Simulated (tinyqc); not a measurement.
# Lossy on-chip transmission line with skin effect: two studies

A uniform line in a homogeneous dielectric: c = sqrt(er)/(c0 Z0), l = Z0 sqrt(er)/c0 (c0 = 299792458 m/s), g = w c td, w = 2 pi f. The resistance joins its limits as r = sqrt(r_dc^2 + r_hf^2), with r_dc = rho/(wd th), r_hf = kr rho/(2 delta (wd + th)), delta = sqrt(rho/(pi f mu0)), mu0 = 4 pi 1e-7 H/m; this is an interpolation, and internal inductance, up to 0.05 nH/mm at low frequency, is neglected.

Values chosen for this exercise:
```
symbol,value,unit,meaning
wd,1.6,um,width of the strip
th,1.6,um,thickness of the strip
rho,2.2,uohm cm,resistivity
er,3.5,,relative permittivity
td,0,,loss tangent
Z0,60,ohm,lossless impedance sqrt(l/c)
kr,2,,factor for crowding and the return path
len,4.3,mm,length
Rg,50,ohm,source resistance
RL,1000,ohm,load resistance
CL,20,fF,load capacitance
f,1.7,GHz,frequency
```

Each table varies one quantity; the others keep the values above.

## Line properties against frequency

gamma = sqrt((r + i w l)(g + i w c)) = alpha + i beta, Zc = sqrt((r + i w l)/(g + i w c)), roots with positive real part; loss 8.685889638 alpha in dB; phase velocity w/beta. ZL = 1/(1/RL + i w CL); reflection (ZL - Zc)/(ZL + Zc); Zin = Zc (ZL + Zc tanh(gamma len))/(Zc + ZL tanh(gamma len)); H = V_load/V_source = [Zin/(Zin + Rg)]/[cosh(gamma len) + (Zc/ZL) sinh(gamma len)].

Line properties against frequency:
```
f (GHz)  r (ohm/mm)  r/(w l)  loss (dB/mm)  |Zc| (ohm)  phase velocity over c0  length in wavelengths  |H| (dB)
0.01          8.599    365.5       0.04598        1147                 0.03949               0.003632   -0.7244
0.03          8.609    122.0       0.07946       662.7                 0.06817               0.006312   -0.7247
0.09          8.638    40.80        0.1367       383.3                  0.1169                0.01104   -0.7259
0.3           8.741    12.38        0.2442       211.5                  0.2063                0.02086   -0.7306
0.8           8.980    4.771        0.3792       132.5                  0.3119                0.03679   -0.7480
2             9.530    2.025        0.5404       90.18                  0.4187                0.06851   -0.8366
7             11.54   0.7009        0.7928       66.30                  0.5072                 0.1979    -2.139
20            15.60   0.3316         1.115       61.59                  0.5275                 0.5438    -4.727
60            24.14   0.1710         1.741       60.43                  0.5326                  1.616    -8.058
```

What does the comparison show?

r equals w l at 4.50 GHz: below it |Zc| and the delay grow as in an RC line, above it |Zc| tends to Z0 = 60 ohm and the velocity to 1/sqrt(er) = 0.535 c0. The loss goes as f^(0.50) between the first two rows and f^(0.41) between the last two. |H| is -0.724 dB in the first row and -8.06 dB in the last; between rows it can pass through resonances that the table doesn't show.

## Effect of the loss tangent

Same model as above.

The same in every row: r (ohm/mm) = 9.395; r/(w l) = 2.349.

Results:
```
td     loss (dB/mm)  |Zc| (ohm)  phase velocity over c0  length in wavelengths  |H| (dB)
0            0.5102       95.87                  0.4010                0.06080   -0.8072
0.001        0.5106       95.87                  0.4012                0.06078   -0.8099
0.002        0.5110       95.87                  0.4013                0.06076   -0.8125
0.005        0.5121       95.87                  0.4017                0.06070   -0.8204
0.01         0.5141       95.87                  0.4024                0.06060   -0.8335
0.04         0.5257       95.83                  0.4063                0.06001   -0.9121
```

Estimate the missing row, td = 0.02.

Computed row:
```
td    loss (dB/mm)  |Zc| (ohm)  phase velocity over c0  length in wavelengths  |H| (dB)
0.02        0.5180       95.86                  0.4037                0.06040   -0.8598
```

With this row back in the table: As td goes from 0 to 0.04, the loss rises from 0.510 to 0.526 dB/mm, |Zc| stays near 95.9 ohm and |H| goes from -0.807 to -0.912 dB, with its highest value among the rows, -0.807 dB, at td = 0. In the low-loss estimate the dielectric part g Z0/2 equals the conductor part r/(2 Z0) at td = 2.35.

tinyqc, about 0.01 s, one thread, Intel Xeon 2.30GHz (shared host): `OMP_NUM_THREADS=1 python tinyqc.py 2810206 2810207 out.jsonl`
